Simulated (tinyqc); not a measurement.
Boltzmann transport in a parabolic band with a power-law relaxation time: one step. Transport coefficients. Three cases, with inputs chosen for the exercise.

Task: Form the ratios; u is the mean energy carried, in kT.

tau = tau0 x^r with x = E/kT. With K_j = Gamma(j + 1) F_j(eta): <tau> = tau0 (r + 3/2) K_(r+1/2)/((3/2) K_(1/2)); mu = <tau>/(mc m0/e), m0/e = 5.685630e-12 kg/C; Hall factor rH = (3/2) K_(1/2) (2r + 3/2) K_(2r+1/2)/((r + 3/2) K_(r+1/2))^2; Seebeck S = -(kB/e) [(r + 5/2) K_(r+3/2)/((r + 3/2) K_(r+1/2)) - eta]; Lorenz number L = (kB/e)^2 [(r + 7/2) K_(r+5/2)/((r + 3/2) K_(r+1/2)) - ((r + 5/2) K_(r+3/2)/((r + 3/2) K_(r+1/2)))^2]; kB/e in V/K. Valley anisotropy is left out of rH.

Constants: kB = 8.617333262e-05 eV/K.

Case 1.

Values chosen (out of a larger set: masses near those of GaN; tau0 is set for a mobility of the usual size at this n, kL is a free input; freeze-out and phonon drag, which matter near 77 K, are left out; not measured data): r = 0.5 (exponent of tau).

F_j and K_j:

| j | F_j | K_j |
|---|---|---|
| 0.500 | 0.02206549 | 0.01955503 |
| 1.000 | 0.02211582 | 0.02211582 |
| 2.000 | 0.02217683 | 0.04435367 |
| 3.000 | 0.02220747 | 0.1332448 |
| 1.500 | 0.02215152 | 0.02944692 |

eta = -3.805942

Case 2.

Values chosen (out of a larger set: masses near those of SiC; tau0 is set for a mobility of the usual size at this n, kL is a free input; freeze-out and phonon drag, which matter near 77 K, are left out; not measured data): r = 0.5 (exponent of tau).

F_j and K_j:

| j | F_j | K_j |
|---|---|---|
| 0.500 | 0.08746221 | 0.07751136 |
| 1.000 | 0.08824899 | 0.08824899 |
| 2.000 | 0.08921467 | 0.1784293 |
| 3.000 | 0.08970585 | 0.5382351 |
| 1.500 | 0.08881229 | 0.1180618 |

eta = -2.405664

Case 3.

Values chosen (out of a larger set: masses near those of SiC; tau0 is set for a mobility of the usual size at this n, kL is a free input; freeze-out and phonon drag, which matter near 77 K, are left out; not measured data): r = 0.5 (exponent of tau).

F_j and K_j:

| j | F_j | K_j |
|---|---|---|
| 0.500 | 0.3826472 | 0.3391122 |
| 1.000 | 0.3973766 | 0.3973766 |
| 2.000 | 0.4164468 | 0.8328936 |
| 3.000 | 0.4267015 | 2.560209 |
| 1.500 | 0.4083481 | 0.5428336 |

eta = -0.826072

Give: <tau>/tau0; rH; u; S; L.

Result:

Case 1.

<tau>/tau0 = 1.508
rH = 1.104
u = 3.008
S = -587.2 microvolt/K
L = 2.228 1e-8 W ohm/K^2

Case 2.

<tau>/tau0 = 1.518
rH = 1.102
u = 3.033
S = -468.7 microvolt/K
L = 2.228 1e-8 W ohm/K^2

Case 3.

<tau>/tau0 = 1.562
rH = 1.093
u = 3.144
S = -342.1 microvolt/K
L = 2.228 1e-8 W ohm/K^2

The non-degenerate limits are rH = 1.104, u = r + 5/2 = 3 and L = (r + 5/2)(kB/e)^2 = 2.228; the degenerate ones are rH = 1 and L = 2.443.

Computed by tinyqc, one run a case: `OMP_NUM_THREADS=1 python tinyqc.py N N+1 out.jsonl` with N = 1650016, 1650135, 1650138; one thread of a shared Intel(R) Xeon(R) Processor @ 2.30GHz, about 0.01 s a run at most.
